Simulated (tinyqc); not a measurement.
Worked calculation: RHF in the sto-6g basis, for BeH2, spin multiplicity 1. One step of it, computed by the program tinyqc.

Task: Iteration 2: building the Fock matrix. J_ij = sum D_kl (ij|kl), K_ij = sum D_kl (ik|jl); F = H + J - 0.5 K; E = tr D H + tr D J / 2 - 0.25 tr D K + E_nn.

D after iteration 1, lower triangle:
```
            1Be 1s     1Be 2s    1Be 2px    1Be 2py    1Be 2pz     2H 1s     3H 1s
1Be 1s    2.035152
1Be 2s   -0.128098   0.523846
1Be 2px  -0.157750   0.330653   0.214260
1Be 2py   0.064028  -0.032254   0.019304   0.676246
1Be 2pz   0.109186  -0.304896  -0.227603  -0.524355   0.618148
2H 1s    -0.122514   0.149306   0.122813   0.394900  -0.417184  0.291895
3H 1s    -0.141582   0.533110   0.324016  -0.240895  -0.142439  0.026882  0.606766
```

core Hamiltonian H = T + V (hartree), lower triangle:
```
            1Be 1s     1Be 2s    1Be 2px    1Be 2py    1Be 2pz      2H 1s      3H 1s
1Be 1s   -8.666925
1Be 2s   -2.041768  -2.768146
1Be 2px   0.000000   0.000000  -2.259096
1Be 2py   0.000000   0.000000   0.000000  -2.460846
1Be 2pz  -0.002882  -0.024315   0.000000   0.000000  -2.260791
2H 1s    -0.439145  -1.104020   0.000000  -1.184623  -0.110967  -2.087207
3H 1s    -0.439145  -1.104020   0.000000   1.184623  -0.110967  -0.085052  -2.087207
```

Two-electron integrals (ij|kl) in chemists' order, unique and non-zero (hartree):
```
(11|11) 2.299996    (21|11) 0.361879    (21|21) 0.071926    (22|11) 0.570332
(22|21) 0.139654    (22|22) 0.417773    (31|31) 0.015252    (32|31) 0.022555
(32|32) 0.092340    (33|11) 0.570332    (33|21) 0.139654    (33|22) 0.417773
(33|33) 0.450117    (41|41) 0.015252    (42|41) 0.022555    (42|42) 0.092340
(43|43) 0.024258    (44|11) 0.570332    (44|21) 0.139654    (44|22) 0.417773
(44|33) 0.401601    (44|44) 0.450117    (51|51) 0.015252    (52|51) 0.022555
(52|52) 0.092340    (53|53) 0.024258    (54|54) 0.024258    (55|11) 0.570332
(55|21) 0.139654    (55|22) 0.417773    (55|33) 0.401601    (55|44) 0.401601
(55|55) 0.450117    (61|11) 0.079121    (61|21) 0.015274    (61|22) 0.029547
(61|33) 0.029303    (61|41) 0.001505    (61|42) 0.002923    (61|44) 0.030028
(61|51) 0.000138    (61|52) 0.000268    (61|54) 0.000067    (61|55) 0.029309
(61|61) 0.003431    (62|11) 0.191314    (62|21) 0.047597    (62|22) 0.155139
(62|33) 0.149275    (62|41) 0.006610    (62|42) 0.039012    (62|44) 0.166720
(62|51) 0.000606    (62|52) 0.003576    (62|54) 0.001599    (62|55) 0.149421
(62|61) 0.011183    (62|62) 0.086064    (63|31) 0.004571    (63|32) 0.020849
(63|43) 0.006753    (63|53) 0.000619    (63|63) 0.007852    (64|11) 0.205386
(64|21) 0.051742    (64|22) 0.176211    (64|33) 0.165862    (64|41) 0.010677
(64|42) 0.060710    (64|44) 0.196764    (64|51) 0.000560    (64|52) 0.003653
(64|54) 0.002213    (64|55) 0.166008    (64|61) 0.012752    (64|62) 0.111192
(64|64) 0.148306    (65|11) 0.018825    (65|21) 0.004742    (65|22) 0.016151
(65|33) 0.015202    (65|41) 0.000560    (65|42) 0.003653    (65|44) 0.016797
(65|51) 0.004622    (65|52) 0.021184    (65|54) 0.006899    (65|55) 0.016453
(65|61) 0.001169    (65|62) 0.010191    (65|64) 0.012873    (65|65) 0.009032
(66|11) 0.358471    (66|21) 0.090991    (66|22) 0.331198    (66|33) 0.307348
(66|41) 0.014803    (66|42) 0.112411    (66|44) 0.378305    (66|51) 0.001357
(66|52) 0.010303    (66|54) 0.006504    (66|55) 0.307944    (66|61) 0.022111
(66|62) 0.233933    (66|64) 0.320712    (66|65) 0.029395    (66|66) 0.774999
(71|11) 0.079121    (71|21) 0.015274    (71|22) 0.029547    (71|33) 0.029303
(71|41) -0.001505   (71|42) -0.002923   (71|44) 0.030028    (71|51) 0.000138
(71|52) 0.000268    (71|54) -0.000067   (71|55) 0.029309    (71|61) 0.003108
(71|62) 0.009265    (71|64) 0.009682    (71|65) 0.000975    (71|66) 0.017476
(71|71) 0.003431    (72|11) 0.191314    (72|21) 0.047597    (72|22) 0.155139
(72|33) 0.149275    (72|41) -0.006610   (72|42) -0.039012   (72|44) 0.166720
(72|51) 0.000606    (72|52) 0.003576    (72|54) -0.001599   (72|55) 0.149421
(72|61) 0.009265    (72|62) 0.044697    (72|64) 0.046260    (72|65) 0.005211
(72|66) 0.089521    (72|71) 0.011183    (72|72) 0.086064    (73|31) 0.004571
(73|32) 0.020849    (73|43) -0.006753   (73|53) 0.000619    (73|63) 0.003218
(73|73) 0.007852    (74|11) -0.205386   (74|21) -0.051742   (74|22) -0.176211
(74|33) -0.165862   (74|41) 0.010677    (74|42) 0.060710    (74|44) -0.196764
(74|51) -0.000560   (74|52) -0.003653   (74|54) 0.002213    (74|55) -0.166008
(74|61) -0.009682   (74|62) -0.046260   (74|64) -0.046059   (74|65) -0.005314
(74|66) -0.091351   (74|71) -0.012752   (74|72) -0.111192   (74|74) 0.148306
(75|11) 0.018825    (75|21) 0.004742    (75|22) 0.016151    (75|33) 0.015202
(75|41) -0.000560   (75|42) -0.003653   (75|44) 0.016797    (75|51) 0.004622
(75|52) 0.021184    (75|54) -0.006899   (75|55) 0.016453    (75|61) 0.000975
(75|62) 0.005211    (75|64) 0.005314    (75|65) 0.003813    (75|66) 0.010661
(75|71) 0.001169    (75|72) 0.010191    (75|74) -0.012873   (75|75) 0.009032
(76|11) 0.014253    (76|21) 0.003454    (76|22) 0.010337    (76|33) 0.010129
(76|44) 0.010729    (76|51) 0.000084    (76|52) 0.000408    (76|55) 0.010153
(76|61) 0.000737    (76|62) 0.004058    (76|64) 0.004731    (76|65) 0.000520
(76|66) 0.009225    (76|71) 0.000737    (76|72) 0.004058    (76|74) -0.004731
(76|75) 0.000520    (76|76) 0.000264    (77|11) 0.358471    (77|21) 0.090991
(77|22) 0.331198    (77|33) 0.307348    (77|41) -0.014803   (77|42) -0.112411
(77|44) 0.378305    (77|51) 0.001357    (77|52) 0.010303    (77|54) -0.006504
(77|55) 0.307944    (77|61) 0.017476    (77|62) 0.089521    (77|64) 0.091351
(77|65) 0.010661    (77|66) 0.180957    (77|71) 0.022111    (77|72) 0.233933
(77|74) -0.320712   (77|75) 0.029395    (77|76) 0.009225    (77|77) 0.774999
```

nuclear repulsion = 3.06452513 hartree

Give: Coulomb J; exchange K; Fock matrix F; total energy of this density.

Result:

Coulomb J (hartree), lower triangle:
```
          1Be 1s   1Be 2s  1Be 2px  1Be 2py  1Be 2pz   2H 1s   3H 1s
1Be 1s    6.5297
1Be 2s    1.2012   2.6744
1Be 2px   0.0142   0.0726   2.6190
1Be 2py  -0.0062  -0.0516  -0.0018   2.7661
1Be 2pz  -0.0129  -0.0564  -0.0105  -0.0318   2.6381
2H 1s     0.2592   0.9811   0.0163   1.1143   0.0783  2.1348
3H 1s     0.2614   1.0476   0.0177  -1.2187   0.1033  0.0679  2.3965
```

exchange K (hartree), lower triangle:
```
          1Be 1s   1Be 2s  1Be 2px  1Be 2py  1Be 2pz   2H 1s   3H 1s
1Be 1s    4.6329
1Be 2s    0.7756   0.7807
1Be 2px  -0.0236   0.2191   0.2426
1Be 2py   0.0173  -0.0890  -0.0265   0.8540
1Be 2pz  -0.0046  -0.2085  -0.0899  -0.2747   0.3986
2H 1s     0.1717   0.3667   0.0937   0.4491  -0.2383  0.6535
3H 1s     0.1793   0.5535   0.1477  -0.6150   0.0375  0.0072  1.0268
```

Fock matrix F (hartree), lower triangle:
```
          1Be 1s   1Be 2s  1Be 2px  1Be 2py  1Be 2pz    2H 1s    3H 1s
1Be 1s   -4.4537
1Be 2s   -1.2283  -0.4841
1Be 2px   0.0260  -0.0370   0.2385
1Be 2py  -0.0149  -0.0071   0.0115  -0.1217
1Be 2pz  -0.0135   0.0235   0.0344   0.1055   0.1780
2H 1s    -0.2658  -0.3063  -0.0305  -0.2949   0.0865  -0.2792
3H 1s    -0.2674  -0.3331  -0.0562   0.2734  -0.0264  -0.0207  -0.2041
```

total energy of this density = -15.295974 hartree
